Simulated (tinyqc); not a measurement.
# Resistance of a source-drain extension with a graded tip, step by step

Program tinyqc, `OMP_NUM_THREADS=1 python tinyqc.py 2282149 2282150 out.jsonl`; Intel Xeon 2.30GHz, shared host, one thread, about 0.03 s. Printed values are rounded.

y runs along the channel, the gate covers y > 0. The doping is N0 for y < y0 and N0 10^(-(y - y0)/la) beyond, uniform over the depth xj. Sheet conductance s(y) = q mu(N) max(N - Nch, 0) xj + (for y > 0) ma Cox Vo, with mu(N) = u0 + (u1 - u0)/(1 + (N/Nr)^au) and Cox = eps0 eox/tox. Current is taken as one-dimensional; depletion of the tip, spreading and the contact are left out. The metallurgical junction lies at yj, where N = Nch.

Inputs (values chosen for the exercise); mobility law close to that of electrons in silicon: relative permittivity of the gate insulator (close to silicon dioxide) eox = 3.9; insulator thickness tox = 2.9 nm; active doping of the extension far from the gate N0 = 2.4e20 cm^-3; lateral abruptness la = 3.5 nm/decade; position under the gate where the fall begins (gate edge at 0) y0 = -0.1 nm; depth of the extension xj = 14 nm; channel doping Nch = 6.4e17 cm^-3; gate overdrive Vo = 0.89 V; mobility of the gate-induced layer ma = 230 cm^2/(V s); mobility at low doping u1 = 1414 cm^2/(V s); mobility at high doping u0 = 68.5 cm^2/(V s); reference doping Nr = 9.2e16 cm^-3; exponent au = 0.711; gate length Lg = 60 nm.

Constants: q = 1.602176634e-19 C, eps0 = 8.8541878128e-14 F/cm where lengths are in cm. Results are converted to the units shown.

## Sheet resistances and junction position

yj = y0 + la log10(N0/Nch); sheet resistance of the full extension 1/[q mu(N0)(N0 - Nch) xj] and of the gate-induced layer 1/(ma Cox Vo); metallurgical length Lg - 2 yj; ye is where the doped and the gate-induced conductances are equal.

yj = 8.90911 nm
sheet resistance of the extension = 253.440 ohm/square
sheet resistance of the induced layer = 4102.67 ohm/square
metallurgical length = 42.1818 nm
ye = 4.70978 nm
N at ye = 1.01389e19 cm^-3

The gate takes over 4.20 nm before the junction, where N is still 15.8 times the channel doping.

## Resistance of the overlapped part

Midpoint rule on 8 equal steps from 0 to yj: R_ov = sum h/s(y), per width.

```
point	y (nm)	N (cm^-3)	doped conductance (uS)	sheet resistance (ohm/square)
0	0.556819	1.55793e20	2619.76	349.222
1	1.67046	7.48800e19	1330.03	635.414
2	2.78410	3.59901e19	694.066	1066.31
3	3.89774	1.72982e19	374.533	1617.40
4	5.01137	8.31417e18	208.424	2211.57
5	6.12501	3.99610e18	116.472	2776.11
6	7.23865	1.92067e18	59.6257	3296.31
7	8.35229	9.23148e17	18.2390	3817.05
```

R_ov = 17.561 ohm um

The exact integral is 17.581 ohm um; the coarse sum is 0.11 % below it.
